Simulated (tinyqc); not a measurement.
Electromigration in a confined line: Blech product, Korhonen stress evolution and Black's law: one step, computed by the program tinyqc.

The electron wind pushes atoms from the cathode (x = 0) to the anode (x = L); blocking ends build a back stress (tension positive). The input rho is taken not to change with temperature. d sigma/dt = d/dx [kappa (d sigma/dx + G)], with zero flux at both ends and sigma = 0 at t = 0.

Task: Stress along the line. sigma(x, t) = G L [1/2 - x/L - 4 sum_(m odd) cos(m pi x/L) exp(-m^2 pi^2 s)/(m pi)^2], s = t/tau, summed to m = 399. Steady state: G L (1/2 - x/L). Take x/L = 0, 0.1, 0.2, 0.3, 0.4, 0.6, 0.8 and 1.

Inputs (values chosen for the exercise, close to those used for copper lines):

| quantity | value | unit |
|---|---|---|
| critical stress sigma_c | 120 | MPa |
| line length L | 180 | um |
| test temperature T | 300 | C |
| time as a fraction of L^2/kappa, s | 0.52 | - |

Start: stress-free.

stress gradient G = 19.06563 MPa/um

Give: Stress (MPa).

Result:

Stress (MPa):

| x/L | at time s | steady state |
|---|---|---|
| 0.0 | 1708 | 1716 |
| 0.1 | 1365 | 1373 |
| 0.2 | 1023 | 1030 |
| 0.3 | 682 | 686 |
| 0.4 | 341 | 343 |
| 0.6 | -341 | -343 |
| 0.8 | -1023 | -1030 |
| 1.0 | -1708 | -1716 |

Caution: stresses above sigma_c are formal, since a void forms first.
